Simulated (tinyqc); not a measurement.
# MOS capacitor on an n-type substrate, surface potential from the exact charge relation: Capacitance-voltage curves

Uniform n-type substrate, Boltzmann statistics, full ionisation, classical densities. psi is the surface potential against the body (positive when the bands bend down) and u = -psi/Vt. Traps are spread evenly over the gap and neutral at flat band, so their charge is -q Dit psi; the minority quasi-Fermi level is shifted by Vb.

ni = sqrt(Nc Nv) exp(-Eg/(2 Vt)), Eg in volts; phiF = Vt ln(N/ni); Cox = eps0 eox/tox; Vfb = phiM - chi - Vt ln(Nc/N) - q Nf/Cox; Q0 = sqrt(2 eps0 eps_r q N Vt); r = (ni/N)^2 exp(-Vb/Vt); VT = Vfb - [(2 phiF + Vb)(1 + q Dit/Cox) + sqrt(2 eps0 eps_r q N (2 phiF + Vb))/Cox]. u = -psi/Vt; F^2 = exp(-u) + u - 1 + r (exp(u) - u - 1); Qs = +sign(u) Q0 F; Cs = -dQs/dpsi = (Q0/Vt) |1 - exp(-u) + r (exp(u) - 1)|/(2 F). psi solves Vg = Vfb + psi + (q Dit psi - Qs)/Cox. Low frequency: 1/C_LF = 1/Cox + 1/(Cs + q Dit). High frequency, in the simple estimate in which traps and minority carriers do not follow: 1/C_HF = 1/Cox + 1/Cd, Cd being Cs with r = 0 at the same psi. Deep depletion: r = 0 and Dit = 0 both in the equation for psi and in Cs. Minority sheet density N_inv = (Q0/(2 q)) int_0^u r (exp(t) - 1)/F(t) dt for u > 0. N_inv under 1 cm^-2 is printed as 0. Regimes: accumulation when majority carriers gather, then depletion up to |psi| = phiF + Vb, weak inversion up to 2 phiF + Vb, strong inversion beyond.

Parameters, values chosen for the exercise; band and dielectric values close to those of silicon:
- T = 350 K (temperature)
- Eg = 1.13 eV (band gap)
- eps_r = 11.7 (relative permittivity)
- Nc = 3.45e19 cm^-3 (conduction-band density of states at T)
- Nv = 3.34e19 cm^-3 (valence-band density of states at T)
- chi = 4.07 eV (electron affinity)
- N = 5.2e16 cm^-3 (donor density of the substrate)
- eox = 25 (relative permittivity of the gate insulator (close to zirconium oxide))
- tox = 42 nm (insulator thickness)
- phiM = 4.87 eV (gate work function)
- Nf = 7e10 cm^-2 (fixed charge at the interface, in units of q)
- Dit = 0 cm^-2 eV^-1 (density of interface traps)
- Vb = 0 V (reverse bias of the inversion layer against the body)

Constants: q = 1.602176634e-19 C, kB = 1.380649e-23 J/K, Vt = kB T/q, eps0 = 8.8541878128e-14 F/cm where lengths are in cm. Results are converted to the units shown.

Result of one run:
```
psi (V)	C_LF/Cox	C_HF/Cox	C_deep/Cox	N_inv (cm^-2)	regime
-0.9333	0.9462	0.1159	0.08752	2.899e12	strong inversion
```

Which gate voltage against the body Vg gave this result: 0.86, 0.57, -0.3, -0.59 or -1.46 V?

Vg = -1.46 V.

The whole series:
```
Vg (V)	psi (V)	C_LF/Cox	C_HF/Cox	C_deep/Cox	N_inv (cm^-2)	regime
1.44	0.1677	0.9211	0.9211	0.9211	0	accumulation
1.15	0.1398	0.8813	0.8813	0.8813	0	accumulation
0.86	0.09340	0.7812	0.7812	0.7812	0	accumulation
0.57	-0.006440	0.4862	0.4862	0.4862	0	depletion
0.28	-0.2000	0.2320	0.2320	0.2320	580.6	depletion
-0.01	-0.4343	0.1639	0.1639	0.1639	8.293e5	weak inversion
-0.3	-0.6810	0.1500	0.1338	0.1338	2.287e9	weak inversion
-0.59	-0.8428	0.7517	0.1215	0.1158	3.524e11	strong inversion
-0.88	-0.8895	0.8890	0.1185	0.1036	1.141e12	strong inversion
-1.17	-0.9153	0.9277	0.1170	0.09454	2.007e12	strong inversion
-1.46	-0.9333	0.9462	0.1159	0.08752	2.899e12	strong inversion
```

C_LF/Cox is lowest, 0.150, at Vg = -0.3 V (weak inversion) among the rows listed and is 0.946 in the last row, where C_HF/Cox is 0.116 and the deep-depletion value 0.0875. Vfb = 0.583 V, where C_HF/Cox = 0.504 (Cox in series with eps0 eps_r/LD), and VT = -0.371 V. Over the last two rows psi moves by only 0.062 V a volt of gate bias, since the inversion charge screens the body. In strong accumulation and inversion degeneracy and confinement, left out here, lower the capacitance.

Computed by the program tinyqc: `OMP_NUM_THREADS=1 python tinyqc.py 2060122 2060123 out.jsonl`, one thread of a shared Intel Xeon 2.30GHz, about 0.01 s for the whole run.
